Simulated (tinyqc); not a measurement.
Valence-band offset from core levels (Kraut method), with the dipole against the affinity rule: two steps of the calculation.

Binding energies are counted downwards from the Fermi level. dEv > 0 means that the valence edge of B lies below that of A, dEc > 0 that the conduction edge of B lies above that of A; dEc + dEv = EgB - EgA. The spectra are made-up values treated as data.

Values chosen for this exercise; gaps and affinities close to those of In0.53Ga0.47As (A) and silicon nitride (B):
```
symbol,value,unit,meaning
EgA,0.75,eV,gap of the substrate A
EgB,5.33,eV,gap of the overlayer B
chiA,4.47,eV,electron affinity of A
chiB,2.12,eV,electron affinity of B
cA,90.1,eV,core level of bare A
cB,68.44,eV,core level of thick B
vB,4.5,eV,valence-band maximum of thick B
ei,5.9,,relative permittivity inside the dipole layer
dd,0.16,nm,thickness of the dipole layer
iA,90.42,eV,core level of A under a thin film of B
iB,66.41,eV,core level of B in that thin film
```

Constants: q = 1.602176634e-19 C, eps0 = 8.8541878128e-14 F/cm where lengths are in cm. Results are converted to the units shown.

Question 1. Offsets. dEv = (iB - iA) - (cB - vB) + (cA - vA), dEc = EgB - EgA - dEv.

vA = 0.32978979 eV

Wanted: cA - vA; cB - vB; iB - iA; dEv; dEc.

Answer 1.

cA - vA = 89.770 eV
cB - vB = 63.940 eV
iB - iA = -24.010 eV
dEv = 1.8202 eV
dEc = 2.7598 eV

The alignment is type I (straddling). Both offsets exceed 1 eV, the usual requirement for a gate dielectric. A rigid shift of all levels, by charging or doping, cancels in the differences.

Question 2. Interface dipole. The affinity rule gives dEc(0) = chiA - chiB; the dipole step is D = dEc - dEc(0), and two sheets of opposite charge dd apart hold N = eps0 ei |D|/(q dd).

dEc = 2.7597898 eV

Find: dEc(0); D; N; field in the dipole layer.

Answer 2.

dEc(0) = 2.350 eV
D = 0.4098 eV
N = 8.351e13 cm^-2
field in the dipole layer = 25.61 MV/cm

N is 0.12 elementary charges for each of about 7e14 surface atoms per cm^2.

Program tinyqc, `OMP_NUM_THREADS=1 python tinyqc.py 2410063 2410064 out.jsonl`; Intel Xeon 2.30GHz, shared host, one thread, about 0.01 s.
